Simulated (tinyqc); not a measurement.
From results back to parameters: direct gap of a germanium-like layer under biaxial tension. Five cases, with inputs chosen for the exercise.

Problem. A (001) layer under biaxial tension e_par has ezz = -2 (C12/C11) e_par, Ec = Eg + ac tr(e), E(HH) = -P - Q and E(LH) = -P + (Q - Dso + sqrt(Dso^2 + 2 Dso Q + 9 Q^2))/2 with P = -av tr(e), Q = -b (e_par - ezz). The transition from the light-hole edge is given.

Case 1.

Values chosen (near those of Ge, gaps at low temperature; the results hold for these values, not for the real material):
- Eg = 0.898 eV (gap at Gamma to the s-like level)
- Dso = 0.295 eV (spin-orbit splitting)
- ac = -8.32 eV (conduction deformation potential)
- av = 1.22 eV (valence hydrostatic potential)
- b = -2.52 eV (tetragonal shear potential)
- C11 = 130.9 GPa
- C12 = 47.7 GPa

Ec - E(LH) = 0.812613 eV

Case 2.

Values chosen (near those of Ge, gaps at low temperature; the results hold for these values, not for the real material):
- Eg = 0.905 eV (gap at Gamma to the s-like level)
- Dso = 0.292 eV (spin-orbit splitting)
- ac = -8.39 eV (conduction deformation potential)
- av = 1.26 eV (valence hydrostatic potential)
- b = -2.53 eV (tetragonal shear potential)
- C11 = 129.1 GPa
- C12 = 47.8 GPa

Ec - E(LH) = 0.713342 eV

Case 3.

Values chosen (near those of Ge, gaps at low temperature; the results hold for these values, not for the real material):
- Eg = 0.906 eV (gap at Gamma to the s-like level)
- Dso = 0.288 eV (spin-orbit splitting)
- ac = -8.1 eV (conduction deformation potential)
- av = 1.23 eV (valence hydrostatic potential)
- b = -2.57 eV (tetragonal shear potential)
- C11 = 130.4 GPa
- C12 = 49.1 GPa

Ec - E(LH) = 0.888079 eV

Case 4.

Values chosen (near those of Ge, gaps at low temperature; the results hold for these values, not for the real material):
- Eg = 0.904 eV (gap at Gamma to the s-like level)
- Dso = 0.286 eV (spin-orbit splitting)
- ac = -8.23 eV (conduction deformation potential)
- av = 1.22 eV (valence hydrostatic potential)
- b = -2.53 eV (tetragonal shear potential)
- C11 = 129.7 GPa
- C12 = 48.6 GPa

Ec - E(LH) = 0.746522 eV

Case 5.

Values chosen (near those of Ge, gaps at low temperature; the results hold for these values, not for the real material):
- Eg = 0.886 eV (gap at Gamma to the s-like level)
- Dso = 0.292 eV (spin-orbit splitting)
- ac = -8.33 eV (conduction deformation potential)
- av = 1.26 eV (valence hydrostatic potential)
- b = -2.54 eV (tetragonal shear potential)
- C11 = 128.4 GPa
- C12 = 48.4 GPa

Ec - E(LH) = 0.643172 eV

Find: e_par; Ec - E(HH).

Solution. Ec - E(LH) falls steadily with tension, so bisection between 0 and 4 % gives the only root; then Ec - E(HH) = Eg + (ac - av) tr(e) + Q.

Case 1.

e_par = 0.500 %
Ec - E(HH) = 0.8591 eV

Case 2.

e_par = 1.080 %
Ec - E(HH) = 0.8213 eV

Case 3.

e_par = 0.110 %
Ec - E(HH) = 0.8982 eV

Case 4.

e_par = 0.910 %
Ec - E(HH) = 0.8367 eV

Case 5.

e_par = 1.360 %
Ec - E(HH) = 0.7841 eV

Computed by tinyqc, one run a case: `OMP_NUM_THREADS=1 python tinyqc.py N N+1 out.jsonl` with N = 1081068, 1081069, 1081072, 1081093, 1081095; one thread of a shared Intel(R) Xeon(R) Processor @ 2.30GHz, about 0.01 s a run at most.
